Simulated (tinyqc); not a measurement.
Inside a calculation. Method: UHF in the 3-21g basis, for H3-, spin multiplicity 1. The basis has no diffuse functions, so it cannot describe the extra electron: this is an exercise in the method, not the real anion. One step of it, computed by the program tinyqc.

Question. Iteration 2: DIIS coefficients. Solve [B -1; -1 0][c; lambda] = [0; -1] for the coefficients, which sum to one.

B (overlaps of the stored error matrices):
```
               1              2
1  3.0920120e-01  3.8478193e-02
2  3.8478193e-02  6.2884329e-03
```

Give: DIIS coefficients.

Answer.

DIIS coefficients: -0.1349  1.1349
